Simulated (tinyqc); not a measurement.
A chain with uneven site energies and dephasing by Buettiker voltage probes: two steps of the calculation.

Sites 1 to 6 form a chain with hopping -t. Lead L joins site 1 and lead R site 6, both semi-infinite chains with hopping -t and site energy 0. Every site carries a probe with self-energy -i Gamma_p/2 that draws no net current. Linear response at zero temperature: mu_L = 1, mu_R = 0 in units of the bias.

Values chosen for this exercise:
```
symbol,value,unit,meaning
t,1,eV,hopping (matrix element -t)
U,"[0.84, 0.39, -1.1, -1.14, 0.26, 0.18]",eV,site energies 1 to N
E,-1.37,eV,Fermi energy
gp,0.82,eV,probe broadening Gamma_p
```

Question 1. Green function. Sigma = t^2 g(E), g(x) = (x - i sqrt(4 t^2 - x^2))/(2 t^2) for |x| < 2 t and (x - sign(x) sqrt(x^2 - 4 t^2))/(2 t^2) otherwise; Gamma = -2 Im Sigma; G = (E - H - Sigma_L - Sigma_R + i Gamma_p/2)^(-1).

Find: Sigma; Gamma; G.

Answer 1.

Sigma = -0.6850-0.7285i eV
Gamma = 1.457 eV

G (1/eV):

|  | 1 | 2 | 3 | 4 | 5 | 6 |
|---|---|---|---|---|---|---|
| 1 | -0.3325-0.4514i | -0.0209-0.3099i | 0.1686-0.0854i | 0.0314+0.2177i | -0.0721+0.1226i | -0.0988+0.0117i |
| 2 | -0.0209-0.3099i | -0.3847-0.4487i | 0.1599-0.3222i | 0.2958+0.2962i | 0.0295+0.2690i | -0.1373+0.1303i |
| 3 | 0.1686-0.0854i | 0.1599-0.3222i | -0.0192-0.5472i | 0.6105+0.1823i | 0.2344+0.3388i | -0.0895+0.2739i |
| 4 | 0.0314+0.2177i | 0.2958+0.2962i | 0.6105+0.1823i | -0.0562-0.4972i | 0.1727-0.2737i | 0.2255-0.0196i |
| 5 | -0.0721+0.1226i | 0.0295+0.2690i | 0.2344+0.3388i | 0.1727-0.2737i | -0.3069-0.4726i | 0.1333-0.3708i |
| 6 | -0.0988+0.0117i | -0.1373+0.1303i | -0.0895+0.2739i | 0.2255-0.0196i | 0.1333-0.3708i | -0.1602-0.6395i |

Question 2. Transmissions between terminals. With Gamma the broadening by one lead, T_RL = Gamma^2 |G_(6,1)|^2, T_pL = Gamma Gamma_p |G_(p,1)|^2, T_pR = Gamma Gamma_p |G_(p,6)|^2, T_pq = Gamma_p^2 |G_(p,q)|^2 for p != q.

G (1/eV):

|  | 1 | 2 | 3 | 4 | 5 | 6 |
|---|---|---|---|---|---|---|
| 1 | -0.33245187-0.45138416i | -0.02090941-0.30985006i | 0.16861279-0.08537910i | 0.03142943+0.21766646i | -0.07214077+0.12255632i | -0.09877079+0.01167805i |
| 2 | -0.02090941-0.30985006i | -0.38466449-0.44871509i | 0.15992672-0.32217605i | 0.29575252+0.29615760i | 0.02952097+0.26903376i | -0.13732950+0.13026384i |
| 3 | 0.16861279-0.08537910i | 0.15992672-0.32217605i | -0.01923394-0.54722070i | 0.61051963+0.18231237i | 0.23440153+0.33883950i | -0.08952094+0.27389139i |
| 4 | 0.03142943+0.21766646i | 0.29575252+0.29615760i | 0.61051963+0.18231237i | -0.05616415-0.49724630i | 0.17269163-0.27365172i | 0.22545431-0.01960957i |
| 5 | -0.07214077+0.12255632i | 0.02952097+0.26903376i | 0.23440153+0.33883950i | 0.17269163-0.27365172i | -0.30687966-0.47258297i | 0.13333551-0.37083786i |
| 6 | -0.09877079+0.01167805i | -0.13732950+0.13026384i | -0.08952094+0.27389139i | 0.22545431-0.01960957i | 0.13333551-0.37083786i | -0.16016095-0.63952369i |

Gamma = 1.4570861 eV

Wanted: T_RL; T_pL; T_pR; T_pq.

Answer 2.

T_RL = 0.02100

| probe | T_pL | T_pR |
|---|---|---|
| 1 | 0.3755 | 0.0118 |
| 2 | 0.1152 | 0.0428 |
| 3 | 0.0427 | 0.0992 |
| 4 | 0.0578 | 0.0612 |
| 5 | 0.0242 | 0.1856 |
| 6 | 0.0118 | 0.5193 |

T_pq:

|  | 1 | 2 | 3 | 4 | 5 | 6 |
|---|---|---|---|---|---|---|
| 1 | 0.0000 | 0.0648 | 0.0240 | 0.0325 | 0.0136 | 0.0067 |
| 2 | 0.0648 | 0.0000 | 0.0870 | 0.1178 | 0.0493 | 0.0241 |
| 3 | 0.0240 | 0.0870 | 0.0000 | 0.2730 | 0.1141 | 0.0558 |
| 4 | 0.0325 | 0.1178 | 0.2730 | 0.0000 | 0.0704 | 0.0344 |
| 5 | 0.0136 | 0.0493 | 0.1141 | 0.0704 | 0.0000 | 0.1044 |
| 6 | 0.0067 | 0.0241 | 0.0558 | 0.0344 | 0.1044 | 0.0000 |

Program tinyqc, `OMP_NUM_THREADS=1 python tinyqc.py 2700106 2700107 out.jsonl`; Intel Xeon 2.30GHz, shared host, one thread, about 0.01 s.
